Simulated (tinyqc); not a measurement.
## Schottky emission and Poole-Frenkel conduction in an insulator, and how to tell them apart: effect of temperature

Schottky emission (electrode-limited): J = As T^2 exp[-(pb - b sqrt(F))/Vt], b = sqrt(q/(4 pi eps0 ei)). Poole-Frenkel emission (bulk-limited): J = s0 F exp[-(pt - 2 b sqrt(F))/Vt]. F in V/cm.

Both formulas at the same field.

Parameters, values chosen for the exercise; dielectric values close to those of silicon nitride:

| symbol | value | unit | meaning |
|---|---|---|---|
| ei | 4.05 |  | high-frequency relative permittivity |
| pt | 1.26 | eV | trap depth |
| s0 | 0.034 | S/cm | Poole-Frenkel prefactor |
| pb | 1.04 | eV | electrode barrier |
| As | 66 | A/(cm^2 K^2) | Richardson constant |
| F | 0.5 | MV/cm | field |

Constants: q = 1.602176634e-19 C, kB = 1.380649e-23 J/K, Vt = kB T/q, eps0 = 8.8541878128e-14 F/cm where lengths are in cm. Results are converted to the units shown.

Results:

| T (K) | J, Schottky (A/cm^2) | J, Poole-Frenkel (A/cm^2) | ratio |
|---|---|---|---|
| 225 | 1.642e-14 | 9.565e-19 | 1.717e4 |
| 300 | 3.487e-9 | 3.492e-13 | 9984 |
| 340 | 2.774e-7 | 3.209e-11 | 8644 |
| 380 | 9.002e-6 | 1.138e-9 | 7909 |
| 420 | 1.536e-4 | 2.046e-8 | 7509 |
| 475 | 0.003574 | 4.910e-7 | 7278 |

Estimate the missing row, T = 260 K.

Computed row:

| T (K) | J, Schottky (A/cm^2) | J, Poole-Frenkel (A/cm^2) | ratio |
|---|---|---|---|
| 260 | 1.188e-11 | 9.459e-16 | 1.256e4 |

With this row back in the table: The Schottky current grows by 11.3 decades and the Poole-Frenkel current by 11.7, as their lowered barriers are 0.907 and 0.993 eV. A tunnelling current would hardly change over this range.

Numbers from tinyqc (`OMP_NUM_THREADS=1 python tinyqc.py 2370046 2370047 out.jsonl`; about 0.01 s on one thread of a shared Intel Xeon 2.30GHz).
